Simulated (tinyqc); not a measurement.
Conduction-band anticrossing with a localised impurity level: one step. The two levels at k = 0. Two cases, with inputs chosen for the exercise.

Problem. Give EM, V, both levels, their host weights, the gap and the mass of the band at the gap.

Host conduction band EM(k) = Eg - al x + c k^2/mM, c = hbar^2/2m0, coupled to a flat level EI by V = C sqrt(x): H = [[EM, V], [V, EI]], E+/- = (EM + EI)/2 +/- sqrt((EM - EI)^2/4 + V^2). The host weight of a state at E is f = 1/(1 + V^2/(E - EI)^2), and its mass at k = 0 is mM/f. The gap is E-(0), the valence top staying at 0.

Constants: hbar^2/2m0 = 3.80998211 eV angstrom^2.

Case 1.

Values chosen (host near InP; not measured data):
- Eg = 1.433 eV (gap at Gamma to the s-like level)
- mM = 0.0782 m0 (mass of the host band)
- EI = 1.639 eV (impurity level, from the valence top of the host)
- C = 2.23 eV (coupling)
- al = 0.4 eV (linear shift of the host edge)
- x = 0.032 (impurity fraction)

Case 2.

Values chosen (host near GaAs; not measured data):
- Eg = 1.54 eV (gap at Gamma to the s-like level)
- mM = 0.0671 m0 (mass of the host band)
- EI = 1.87 eV (impurity level, from the valence top of the host)
- C = 3.09 eV (coupling)
- al = 0.85 eV (linear shift of the host edge)
- x = 0.0076 (impurity fraction)

Give: EM(0); V; E-, E+; host weights; gap; mass of E-.

Solution.

Case 1.

EM(0) = 1.4202 eV
V = 0.3989 eV

E-, E+ (eV): 1.1160  1.9432

host weights: 0.6322  0.3678

gap = 1.1160 eV
mass of E- = 0.1237 m0

The gap is 317 meV below that of the host, 99 meV per 1 % of impurity. V/|EM - EI| = 1.82; second-order perturbation theory would shift the host level by V^2/(EM - EI) = -727 meV, the exact shift is -304 meV.

Case 2.

EM(0) = 1.5335 eV
V = 0.2694 eV

E-, E+ (eV): 1.3842  2.0194

host weights: 0.7648  0.2352

gap = 1.3842 eV
mass of E- = 0.0877 m0

The gap is 156 meV below that of the host, 205 meV per 1 % of impurity. V/|EM - EI| = 0.80; second-order perturbation theory would shift the host level by V^2/(EM - EI) = -216 meV, the exact shift is -149 meV.

Computed by tinyqc, one run a case: `OMP_NUM_THREADS=1 python tinyqc.py N N+1 out.jsonl` with N = 1051154, 1051592; one thread of a shared Intel(R) Xeon(R) Processor @ 2.30GHz, about 0.01 s a run at most.
